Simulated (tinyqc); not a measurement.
Decay of LO phonons and the hot-phonon bottleneck in the cooling of electrons: one step, computed by the program tinyqc.

n(E, T) = 1/(exp(E/(k_B T)) - 1) is the Bose occupation. Electrons have a temperature T_e; the LO modes within their reach share one occupation N; the decay products stay at the lattice temperature.

Task: Lifetime and Raman width. Decay rate 1/tau = (1/tau_0) [1 + n(f hbar omega) + n((1 - f) hbar omega)]. Full width Gamma = 1/(2 pi c tau) in 1/cm, c in cm/s.

Inputs (values chosen for the exercise, modelled on indium arsenide):
```
quantity                                     value  unit
LO energy hbar omega                          29.4   meV
lifetime at T = 0, tau_0                         9    ps
share f of the energy in the softer product   0.22     -
lattice temperature T                          300     K
```

Decay channel: two unequal phonons (Ridley).

Constants: k_B = 8.617333262e-05 eV/K; c = 299792458 m/s.

Give: thermal factor tau_0/tau; phonon lifetime tau; Raman width Gamma; equilibrium LO occupation N_0.

Result:

thermal factor tau_0/tau = 5.2180

phonon lifetime tau = 1.7248 ps

Raman width Gamma = 3.0780 1/cm

equilibrium LO occupation N_0 = 0.47211

Stimulated decay shortens the lifetime by 81 %.
